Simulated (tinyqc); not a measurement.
A transmission-line measurement read back: specific resistance of a metal-semiconductor contact and its transmission-line measurement. Computed by tinyqc, a small Python program. Command: `OMP_NUM_THREADS=1 python tinyqc.py 3009844 3009845 out.jsonl contact walk`. One thread of a shared host (Intel(R) Xeon(R) Processor @ 2.30GHz), about 0.01 s of CPU time with the checks.

The barrier is parabolic (depletion approximation), energies E are normal energies counted from the band edge in the neutral semiconductor (downwards for holes), and the bias is zero. xi is an input, held fixed when other inputs move.

Inputs (values chosen for the exercise, modelled on p-type silicon):
```
quantity                                           value          unit
tunnelling mass m                                   0.34           m_0
permittivity eps                                    11.7             -
Richardson constant A*                              33.6  A/(cm^2 K^2)
barrier height phi_B                                0.38            eV
doping N                                         3.1e+20        1/cm^3
Fermi level above the band edge in the bulk, xi     0.15            eV
temperature T                                        400             K
sheet resistance R_sh                                270           ohm
contact length d                                   0.015    micrometre
contact width W                                     0.26    micrometre
```

Image-force lowering: included.

Constants: hbar = 1.054571817e-34 J s; eps_0 = 8.8541878128e-12 F/m; m_0 = 9.1093837015e-31 kg; k_B = 8.617333262e-05 eV/K; e = 1.602176634e-19 C.

Method:
- E_00 = (e hbar/2) sqrt(N/(eps eps_0 m)); band bending E_b = phi_B + xi; depletion width w = sqrt(2 eps eps_0 E_b/(e^2 N)). Image lowering d_phi = (e^3 N E_b/(8 pi^2 (eps eps_0)^3))^(1/4) (E_b in volts), and E_b - d_phi replaces E_b everywhere except in w.
- WKB transmission for E < E_b, with a = E/E_b: D = exp{-(E_b/E_00) [sqrt(1 - a) - a ln((1 + sqrt(1 - a))/sqrt(a))]}; D = 1 above.
- At zero bias 1/rho_c = (e A*/k_B^2) int D(E) f(E) dE, f = 1/(1 + exp((E - xi)/k_B T)); 200 Gauss-Legendre points from 0 to E_b, and k_B T ln(1 + exp((xi - E_b)/k_B T)) for the part above the barrier; the share of tunnelling is the part below.
- Transmission-line model: transfer length L_T = sqrt(rho_c/R_sh); R_c = (R_sh L_T/W) coth(d/L_T). Limits: rho_c/(W d) for d << L_T, sqrt(rho_c R_sh)/W for d >> L_T.
- Transmission-line model: transfer length L_T = sqrt(rho_c/R_sh); R_c = (R_sh L_T/W) coth(d/L_T). Two contacts a gap s apart give R = 2 R_c + R_sh s/W. A straight-line fit gives R_sh from the slope and R_c from the intercept; the simple reading takes L_x = R_c W/R_sh as the transfer length and rho_c = R_sh L_x^2.

R_c W = 18.6595 ohm micrometre

contact resistance R_c = 71.7673 ohm

specific contact resistance rho_c = 2.59951e-09 ohm cm^2

Resistances:
```
gap s (micrometre)  R (ohm)
0.069                 215.2
0.140                 288.9
0.280                 434.3
0.550                 714.7
1.100                1285.8
```

L_x = 0.069109 micrometre

rho_c by the simple reading = 1.2895e-08 ohm cm^2

simple reading over true value = 4.9607

What does the comparison show, and why?

The simple reading is 4.96 times too high, the factor coth^2(d/L_T): it holds only for d above about 2 L_T. Caution: the barrier is thinner than 1.5 nm, about the spacing of dopants, so a smooth parabolic barrier and WKB are rough.
